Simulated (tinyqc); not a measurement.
From results back to parameters: donors with valley-orbit split 1s states. Three cases, with inputs chosen for the exercise.

Problem. The electron density is given and ND is hidden.

Each donor binds at most one electron, in any of its states. For a site s, W_s = sum over its states of g exp(E/kT), and the ionised share is 1/(1 + W_s exp(eta)), eta = (EF - Ec)/kT; n = Nc F_1/2(eta); neutrality n + NA = ND x (mean ionised share); holes are neglected. Nc from N = 2 (m kB T/(4 pi c))^(3/2) with c = hbar^2/2m0, in 1/angstrom^3; times 1e24 for 1/cm^3, m = md. F_j(eta) = (1/Gamma(j + 1)) integral_0^infinity x^j dx/(1 + exp(x - eta)), which tends to exp(eta) for eta << 0.

Constants: hbar^2/2m0 = 3.80998211 eV angstrom^2; kB = 8.617333262e-05 eV/K.

Find: eta; mean ionised share; ND.

Method. n/Nc gives eta, eta and W_s give the ionised share, and ND = (n + NA)/share.

Case 1.

Values chosen (near those of As in Si; not measured data): md = 1.033 m0 (density-of-states mass of the conduction band); E = (54.6, 34.3, 32.6) meV (binding energies of 1s(A1), 1s(T2), 1s(E)); g = (2, 6, 4) (their degeneracies with spin); T = 250 K; NA = 0 1/cm^3 (compensating acceptors, all ionised).

n = 1.5908e+15 1/cm^3

Solution.

eta = -9.441
mean ionised share = 0.994
ND = 1.6e+15 1/cm^3

Case 2.

Values chosen (near those of Sb in Si; not measured data): md = 1.075 m0 (density-of-states mass of the conduction band); E = (43.9, 34.6, 31.2) meV (binding energies of 1s(A1), 1s(T2), 1s(E)); g = (2, 6, 4) (their degeneracies with spin); T = 500 K; NA = 4.6e+14 1/cm^3 (compensating acceptors, all ionised).

n = 8.6048e+15 1/cm^3

Solution.

eta = -8.853
mean ionised share = 0.996
ND = 9.1e+15 1/cm^3

Case 3.

Values chosen (near those of As in Si; not measured data): md = 1.081 m0 (density-of-states mass of the conduction band); E = (52.7, 32.5, 30) meV (binding energies of 1s(A1), 1s(T2), 1s(E)); g = (2, 6, 4) (their degeneracies with spin); T = 400 K; NA = 1.3e+17 1/cm^3 (compensating acceptors, all ionised).

n = 3.5445e+17 1/cm^3

Solution.

eta = -4.805
mean ionised share = 0.781
ND = 6.2e+17 1/cm^3

Computed by tinyqc, one run a case: `OMP_NUM_THREADS=1 python tinyqc.py N N+1 out.jsonl` with N = 1680554, 1680621, 1680709; one thread of a shared Intel(R) Xeon(R) Processor @ 2.30GHz, about 0.01 s a run at most.
